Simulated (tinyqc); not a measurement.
Charge pumping in an n-channel transistor: one step of the calculation.

The gate is pulsed from accumulation to inversion and back. Energies E are counted from the intrinsic level; Dit(E) = D0 [1 + b (2 E/Eg)^2]. During each edge the traps near the bands emit their carriers, and those between Eh and Ee recombine once a cycle.

Problem. Pumped charge and current. Nit = integral of Dit from Eh to Ee = D0 [Ee - Eh + 4 b (Ee^3 - Eh^3)/(3 Eg^2)], Qcp = q A Nit, Icp = f Qcp.

Values chosen for this exercise; band and dielectric values close to those of silicon:
```
symbol  value         unit                                          meaning
Eg       1.14           eV                                         band gap
A         3.6         um^2                                        gate area
D0       2e10  cm^-2 eV^-1                           trap density at midgap
b         1.1               rise of the trap density towards the band edges
f       50000           Hz                                        frequency
```

Constants: q = 1.602176634e-19 C. Results are converted to the units shown.

Ee = 0.40900396 eV
Eh = -0.43001716 eV

Wanted: Nit; mean Dit; traps pumped a cycle; Icp.

Solution.

Nit = 2.012e10 cm^-2
mean Dit = 2.398e10 cm^-2 eV^-1
traps pumped a cycle = 724.3
Icp = 5.802 pA

Range of the model: The Fermi levels of inversion and accumulation are taken to lie beyond Ee and Eh, the flat tops to fill all traps, and no geometric current is added.

tinyqc, about 0.01 s, one thread, Intel Xeon 2.30GHz (shared host): `OMP_NUM_THREADS=1 python tinyqc.py 2030023 2030024 out.jsonl`
